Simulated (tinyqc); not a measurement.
# Lossy interposer transmission line with skin effect: effects of single changes

A uniform line in a homogeneous dielectric: c = sqrt(er)/(c0 Z0), l = Z0 sqrt(er)/c0 (c0 = 299792458 m/s), g = w c td, w = 2 pi f. The resistance joins its limits as r = sqrt(r_dc^2 + r_hf^2), with r_dc = rho/(wd th), r_hf = kr rho/(2 delta (wd + th)), delta = sqrt(rho/(pi f mu0)), mu0 = 4 pi 1e-7 H/m; this is an interpolation, and internal inductance, up to 0.05 nH/mm at low frequency, is neglected.

Values chosen for this exercise:
```
symbol,value,unit,meaning
wd,2.7,um,width of the strip
th,2.1,um,thickness of the strip
rho,1.8,uohm cm,resistivity
er,3.9,,relative permittivity
td,0.01,,loss tangent
Z0,50,ohm,lossless impedance sqrt(l/c)
kr,1.2,,factor for crowding and the return path
len,14,mm,length
Rg,50,ohm,source resistance
RL,100,ohm,load resistance
CL,20,fF,load capacitance
f,5.3,GHz,frequency
```

Each table varies one quantity; the others keep the values above.

## Line properties against frequency

gamma = sqrt((r + i w l)(g + i w c)) = alpha + i beta, Zc = sqrt((r + i w l)/(g + i w c)), roots with positive real part; loss 8.685889638 alpha in dB; phase velocity w/beta. ZL = 1/(1/RL + i w CL); reflection (ZL - Zc)/(ZL + Zc); Zin = Zc (ZL + Zc tanh(gamma len))/(Zc + ZL tanh(gamma len)); H = V_load/V_source = [Zin/(Zin + Rg)]/[cosh(gamma len) + (Zc/ZL) sinh(gamma len)].

Line properties against frequency:
```
f (GHz),r (ohm/mm),r/(w l),loss (dB/mm),|Zc| (ohm),phase velocity over c0,length in wavelengths,|H| (dB)
0.01,3.176,153.5,0.03155,619.4,0.05790,0.008065,-5.777
0.03,3.180,51.22,0.05432,357.9,0.09958,0.01407,-5.781
0.09,3.190,17.13,0.09245,207.1,0.1688,0.02489,-5.792
0.3,3.227,5.197,0.1590,115.0,0.2867,0.04887,-5.848
0.8,3.312,2.000,0.2280,74.77,0.3993,0.09356,-6.074
2,3.507,0.8473,0.2873,57.24,0.4720,0.1979,-6.946
7,4.225,0.2917,0.3759,51.03,0.5015,0.6518,-8.687
20,5.682,0.1373,0.5284,50.23,0.5054,1.848,-10.98
60,8.758,0.07053,0.8681,50.06,0.5061,5.536,-15.98
```

r equals w l at 1.67 GHz: below it |Zc| and the delay grow as in an RC line, above it |Zc| tends to Z0 = 50 ohm and the velocity to 1/sqrt(er) = 0.506 c0. The loss goes as f^(0.49) between the first two rows and f^(0.45) between the last two. |H| is -5.78 dB in the first row and -16.0 dB in the last; between rows it can pass through resonances that the table doesn't show.

## Effect of the load resistance

Same model as above.

The same in every row: r (ohm/mm) = 3.9954; r/(w l) = 0.36427; loss (dB/mm) = 0.35127; |Zc| (ohm) = 51.581; phase velocity over c0 = 0.49886; length in wavelengths = 0.49614.

Effect of the load resistance:
```
RL (ohm),|H| (dB)
10,-20.500
25,-14.451
50,-10.907
75,-9.3118
150,-7.3604
500,-5.6803
10000,-4.8929
```

As RL goes from 10 to 10000, the loss stays at 0.351 dB/mm, |Zc| stays at 51.6 ohm and |H| goes from -20.5 to -4.89 dB, with its highest value among the rows, -4.89 dB, at RL = 10000.

Computed by the program tinyqc: `OMP_NUM_THREADS=1 python tinyqc.py 2810109 2810110 out.jsonl`, one thread of a shared Intel Xeon 2.30GHz, about 0.01 s for the whole run.
